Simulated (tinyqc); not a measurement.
From results back to parameters: periodic multilayer mirror for extreme ultraviolet light.

Problem. With a mean index 1 - dm the Bragg wavelength is lam_B = 2 L sqrt((1 - dm)^2 - sin^2 theta). It is given at 0 degrees and at th2; L and dm are hidden. Then the absorber share is Gm = (dm - delta_S)/(delta_A - delta_S), with the first entries of dS and dA; L is the period.

Parameters, chosen for this exercise (out of a larger set: optical constants near those of Mo and Si at 13.5 nm; not measured data): th2 = 10 degrees (second angle); dA = (0.0788, 0.00682) (delta and beta of the absorber, N = 1 - delta + i beta); dS = (0.001, 0.0019) (delta and beta of the spacer and the substrate).

lam_B at 0 = 13.836960 nm
lam_B at th2 = 13.609144 nm

Find: L; dm; Gm.

Solution. The difference of the squares is 4 L^2 sin^2(th2); then 1 - dm = lam_B(0)/(2 L).

L = 7.200 nm
dm = 0.0391
Gm = 0.49

(tinyqc, `OMP_NUM_THREADS=1 python tinyqc.py 1682718 1682719 out.jsonl`, Intel(R) Xeon(R) Processor @ 2.30GHz, 1 thread, shared host, about 0.01 s.)
